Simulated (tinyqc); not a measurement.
# Deep-level transient spectroscopy, step by step

Program tinyqc, `OMP_NUM_THREADS=1 python tinyqc.py 2050174 2050175 out.jsonl`; Intel Xeon 2.30GHz, shared host, one thread, about 0.01 s. Printed values are rounded.

Schottky contact on an n-type layer with shallow donors Nd (all ionised) and a donor-like deep trap, neutral when filled and positive when empty; depletion approximation. Traps within lam of the depletion edge stay filled. A long pulse to Vp fills the traps beyond x1 = Wp - lam; back at Vr those between x1 and x2 = Wr - lam emit. A rate window reads S = C(t2) - C(t1).

Inputs (values chosen for the exercise); material values close to those of 4H silicon carbide:
```
symbol    value   unit                                      meaning
eps_r      9.62                               relative permittivity
Nc       1.7e19  cm^-3   conduction-band density of states at 300 K
vth       1.9e7   cm/s                    thermal velocity at 300 K
Nd       2.5e16  cm^-3                        shallow donor density
Vbi        0.97      V                             built-in voltage
Et         0.63     eV  depth of the trap below the conduction edge
sn      1.4e-17   cm^2                        capture cross-section
Nt         5e14  cm^-3                                 trap density
Vr          1.8      V                                 reverse bias
Vp            0      V        reverse bias during the filling pulse
t1            2     ms                          first sampling time
t2            4     ms                         second sampling time
T           403      K                 temperature of the transient
F            41  kV/cm                            field at the trap
```

Constants: q = 1.602176634e-19 C, kB = 1.380649e-23 J/K, eps0 = 8.8541878128e-14 F/cm where lengths are in cm. Results are converted to the units shown.

## Emission rate and rate window

Emission rate en = sn vth(T) Nc(T) exp(-Et/kB T) = sn g T^2 exp(-Et/kB T), g = vth Nc/(300 K)^2, as vth goes as T^0.5 and Nc as T^1.5 (degeneracy factor 1). For an exponential transient S peaks where en = ew = ln(t2/t1)/(t2 - t1).

g = 3.588889e21 cm^-2 s^-1 K^-2
en = 107.9286 1/s
1/en = 9.265381 ms
ew = 346.5736 1/s

## Widths

lam = sqrt(2 eps0 eps_r (EF - ET)/(q Nd)), EF - ET = Et - (kB T/q) ln(Nc(T)/Nd), Nc(T) = Nc (T/300 K)^1.5. In the steady state at the band bending V, 2 eps0 eps_r V/q = Nd W^2 + Nt (W - lam)^2 (the second term only if W > lam). V = Vbi + Vr gives Wr and V = Vbi + Vp gives Wp; x1 = max(Wp - lam, 0).

lam = 128.4809 nm
Wr = 341.9054 nm
Wp = 202.8405 nm
x1 = 74.35966 nm
x2 = 213.4245 nm
G = (x2^2 - x1^2)/Wr^2 = 0.3423517

The rule Nt = 2 Nd |dC|/C assumes G = 1 and would understate Nt by a factor of about 1/G = 2.92 here (the limit of small Nt/Nd).

## The transient

| sample | t (ms) |
|---|---|
| 0 | 0 |
| 1 | 1 |
| 2 | 2 |
| 3 | 3 |
| 4 | 4 |
| 5 | 8 |
| 6 | 20 |

W(t)^2 = Wr^2 + (Nt/Nd)(x2^2 - x1^2) exp(-en t), C = eps0 eps_r/W; for small Nt, dC/C = -(Nt/2 Nd) G exp(-en t) with G = (x2^2 - x1^2)/Wr^2. S = C(t2) - C(t1).

| sample | C (nF/cm^2) | C - C(final) (pF/cm^2) |
|---|---|---|
| 0 | 24.82768 | -84.85298 |
| 1 | 24.83632 | -76.21160 |
| 2 | 24.84409 | -68.44662 |
| 3 | 24.85106 | -61.46985 |
| 4 | 24.85733 | -55.20186 |
| 5 | 24.87664 | -35.88959 |
| 6 | 24.90269 | -9.84411 |

S = 13.24476 pF/cm^2

## Step 1: peak temperature

T at the start = 300 K

Fixed-point step for en(T) = ew: T(new) = (Et q/kB)/ln(sn g T^2/ew), g = vth Nc/(300 K)^2.

T after step 1 = 446.2152 K

## Course of the iteration for the peak temperature

Start from 300 K; stop when T changes by less than 1e-8 K.

Course of the iteration:

| step | T (K) | change (K) |
|---|---|---|
| 1 | 446.2152 | 146 |
| 2 | 425.5895 | 20.6 |
| 3 | 427.9475 | 2.36 |
| 4 | 427.6709 | 0.277 |
| 5 | 427.7033 | 0.0324 |
| 6 | 427.6995 | 3.79e-3 |
| 7 | 427.6999 | 4.43e-4 |
| 8 | 427.6999 | 5.18e-5 |
| 9 | 427.6999 | 6.06e-6 |
| 10 | 427.6999 | 7.10e-7 |
| 11 | 427.6999 | 8.30e-8 |
| 12 | 427.6999 | 9.71e-9 |

Converged in 12 steps; each multiplies the error by -2 kB T/Et = -0.12.

## Poole-Frenkel lowering

A Coulomb centre of charge +q (when empty) in the field F lowers its barrier by dE = sqrt(q F/(pi eps0 eps_r)) along the field. One-dimensional rate: en exp(b), b = dE/kB T; three-dimensional (Hartke): en {[1 + (b - 1) exp(b)]/b^2 + 1/2}.

dE = 49.54619 meV
b = 1.426699
rate, one-dimensional = 449.5150 1/s
rate, three-dimensional = 201.2208 1/s

The one-dimensional form is 2.23 times the three-dimensional one, which counts the directions in which the barrier is lowered less or not at all.
